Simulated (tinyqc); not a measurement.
Comparisons within one model: deformation-potential model of the L valleys of a conduction band. A value that a table varies takes the place of the one given here.

Valleys with axes along [111], [1-1-1], [-11-1] and [-1-11], one whole valley each. Herring-Vogt shift of a valley with unit axis a: dE = Xd tr(e) + Xu a.e.a. Non-degenerate shares n_i = exp(-dE_i/kT)/sum_j exp(-dE_j/kT). Inverse mass tensor of a valley: (1 - a a)/mt + a a/ml; the masses are taken as independent of strain.

s11 = (C11 + C12)/((C11 - C12)(C11 + 2 C12)), s12 = -C12/((C11 - C12)(C11 + 2 C12)), s44 = 1/C44; exx = s11 sxx + s12 (syy + szz) and cyclic, exy = s44 sxy/2; tension is positive. A uniaxial stress X along the unit vector n is s_ij = X n_i n_j.

Constants: kB = 8.617333262e-05 eV/K.

Parameters, chosen for this exercise (near those of Ge; the results hold for these values, not for the real material):
```
symbol  value           unit  meaning
ml      1.609           m0    longitudinal mass
mt      0.082           m0    transverse mass
Xd      -7.14           eV    dilation potential
Xu      16.48           eV    uniaxial potential
C11     132             GPa
C12     47.4            GPa
C44     68              GPa
load    uniaxial [111]        kind of stress
T       350             K     temperature
X1      0.6             GPa   size of the stress
X       -1.11           GPa   stress
```

## Sweep of a uniaxial [111] stress

m_c = 1/(u.M.u) along [110] with M = sum_i n_i (inverse mass tensor); gain against zero stress at a fixed scattering time.

Results:
```
X (GPa)  spread (meV)  lowest edge (meV)  n [111]  n [1-1-1]  n [-11-1]  n [-1-11]  m_c (m0)  gain (%)
-1.50           161.6             -110.3    0.986      0.005      0.005      0.005    0.2197     -45.4
-0.75            80.8              -55.1    0.829      0.057      0.057      0.057    0.1866     -35.7
-0.30            32.3              -22.1    0.493      0.169      0.169      0.169    0.1411     -15.0
0.00              0.0                0.0    0.250      0.250      0.250      0.250    0.1199       0.0
0.30             32.3              -10.3    0.102      0.299      0.299      0.299    0.1099       9.1
0.75             80.8              -25.6    0.022      0.326      0.326      0.326    0.1052      14.0
1.50            161.6              -51.3    0.002      0.333      0.333      0.333    0.1040      15.3
```

What does this show, and why?

Along [110] the gain is -45.4 % at -1.50 GPa and +15.3 % at 1.50 GPa. The slope at zero stress (from +/- 0.001 GPa), +41.3 % per GPa, carried to the ends would give -62 and +62 %; the response falls behind at both ends, as it saturates once the spread passes a few kT (kT = 30.2 meV, spread up to 162 meV).

## Gain for each load and current direction

Each load has the size X1. Gain m_c(0)/m_c - 1 in per cent from repopulation alone, m_c = 1/(u.M.u), M = sum_i n_i (inverse mass tensor); biaxial means sxx = syy.

Gain (%); + is tension, - compression:
```
load                [100]  [010]  [001]  [110]  [1-10]  [111]
uniaxial [110] (+)    0.0    0.0    0.0   30.8   -30.8   20.5
uniaxial [110] (-)    0.0    0.0    0.0  -30.8    30.8  -20.5
uniaxial [100] (+)    0.0    0.0    0.0    0.0     0.0    0.0
uniaxial [100] (-)    0.0    0.0    0.0    0.0     0.0    0.0
uniaxial [111] (+)    0.0    0.0    0.0   13.1   -13.1   26.2
uniaxial [111] (-)    0.0    0.0    0.0  -30.2    30.2  -60.4
biaxial (001) (+)     0.0    0.0    0.0    0.0     0.0    0.0
biaxial (001) (-)     0.0    0.0    0.0    0.0     0.0    0.0
```

How do the results move?

The largest gain is +30.8 %, for uniaxial [110] (+) with the current along [110] and uniaxial [110] (-) with the current along [1-10]; for a [110] channel it is +30.8 %, under uniaxial [110] (+). No gain or loss appears under biaxial (001) and uniaxial [100]: the valleys stay equivalent.

## Temperature and repopulation

The load is fixed; m_c along [110] as 1/(u.M.u).

Results:
```
T (K)  kT (meV)  n [111]  n [1-1-1]  n [-11-1]  n [-1-11]  m_c (m0)
50         4.31    1.000      0.000      0.000      0.000    0.2232
77         6.64    1.000      0.000      0.000      0.000    0.2232
150       12.93    1.000      0.000      0.000      0.000    0.2232
225       19.39    0.994      0.002      0.002      0.002    0.2217
300       25.85    0.971      0.010      0.010      0.010    0.2162
400       34.47    0.915      0.028      0.028      0.028    0.2033
500       43.09    0.842      0.053      0.053      0.053    0.1890
```

How do the results move?

The largest share falls from 1.000 at 50 K to 0.842 at 500 K (equal shares: 0.250); m_c goes from 0.2232 to 0.1890, against 0.1199 without stress. Only spread/kT enters, so the small-stress response goes as 1/T.

## What each parameter does

Spread of the valley edges, lowest edge, largest share and m_c along [110]. Each row changes one parameter from the base and keeps the others.

Results:
```
case             spread (meV)  lowest edge (meV)  largest share  m_c (m0)
base                   119.56             -81.61         0.9461    0.2102
ml = 1.931 m0          119.56             -81.61         0.9461    0.2132
mt = 0.066 m0          119.56             -81.61         0.9461    0.1720
Xd = -8.568 eV         119.56             -74.62         0.9461    0.2102
Xu = 13.184 eV          95.65             -58.30         0.8882    0.1978
C11 = 158.4 GPa        119.56             -82.45         0.9461    0.2102
C12 = 56.88 GPa        119.56             -82.23         0.9461    0.2102
C44 = 81.6 GPa          99.63             -66.67         0.9007    0.2004
X = -1.332 GPa         143.47             -97.93         0.9749    0.2170
T = 420 K              119.56             -81.61         0.9007    0.2004
```

How do the results move?

The largest shifts from the base row, up to three for each result and ties (the steps differ in size, so this ranks the rows, not the parameters). spread (meV): X +23.91, Xu -23.91, C44 -19.93; unchanged at the printed digits by ml, mt, Xd, C11, C12 and T. lowest edge (meV): Xu +23.31, X -16.32, C44 +14.95; unchanged at the printed digits by ml, mt and T. largest share: Xu -0.0579, C44 -0.0454, T -0.0454; unchanged at the printed digits by ml, mt, Xd, C11 and C12. m_c (m0): mt -0.0382, Xu -0.0124, C44 -0.0098, T -0.0098; unchanged at the printed digits by Xd, C11 and C12. Xd moves all valleys together, so it shifts the edge and nothing else.

(tinyqc, `OMP_NUM_THREADS=1 python tinyqc.py 1081363 1081364 out.jsonl`, Intel(R) Xeon(R) Processor @ 2.30GHz, 1 thread, shared host, about 0.02 s.)
